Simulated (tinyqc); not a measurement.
From lone donors to an impurity band: impurity band of shallow donors (Hubbard estimate).

Constants: e^2/(4 pi eps0) = 14.39964547 eV angstrom.

Parameters, chosen for this exercise (out of a larger set: near those of two donors in Si; not measured data):

| symbol | value | unit | meaning |
|---|---|---|---|
| a | 20 | angstrom | orbital radius |
| eps | 11.2 |  | dielectric constant |
| Ns | (0.025, 0.062, 0.15, 0.37, 0.86, 1.8, 3.7) | x 1e18/cm^3 | donor densities |

Donors on a simple cubic lattice of spacing R = N^(-1/3) (1/angstrom^3 = 1e24/cm^3), Ha* = q/(eps a), q = e^2/(4 pi eps0), x = R/a. Hopping t = Ha* (1 + x) exp(-x), band width B = 12 t, on-site repulsion U = (5/8) Ha*; the gap closes near B/U = 1.15. Valley factors and disorder are left out.

Results:

| N (1e18/cm^3) | R (angstrom) | N^(1/3) a | t (meV) | B (meV) | B/U |
|---|---|---|---|---|---|
| 0.025 | 342.0 | 0.058 | 4.36e-05 | 0.000523 | 1.30e-05 |
| 0.062 | 252.7 | 0.079 | 0.00286 | 0.0343 | 0.000854 |
| 0.15 | 188.2 | 0.106 | 0.0548 | 0.657 | 0.0164 |
| 0.37 | 139.3 | 0.144 | 0.484 | 5.80 | 0.144 |
| 1.8 | 82.2 | 0.243 | 5.39 | 64.7 | 1.61 |
| 3.7 | 64.7 | 0.309 | 10.7 | 129 | 3.21 |

Give the missing row, N (1e18/cm^3) = 0.86.

Computed row:
```
N (1e18/cm^3)  R (angstrom)  N^(1/3) a  t (meV)  B (meV)    B/U
0.86                  105.2      0.190     2.09     25.1  0.626
```

B/U passes 1.15 between 0.86 and 1.8 x 1e18/cm^3; the root is x = 4.52, N^(1/3) a = 0.221, N = 1.3 x 1e18/cm^3, below the 2.2 that the empirical rule N^(1/3) a = 0.26 gives; the estimate is rough, since random positions, the overlap of the orbitals and screening are left out. While N grows by 148 times, t grows by 2.46e+05 times.

Computed by tinyqc, a small Python program: `OMP_NUM_THREADS=1 python tinyqc.py 1252085 1252086 out.jsonl` (the numbers bound the seed that draws the inputs); one thread of a shared host (Intel(R) Xeon(R) Processor @ 2.30GHz), about 0.01 s for the whole set of steps.
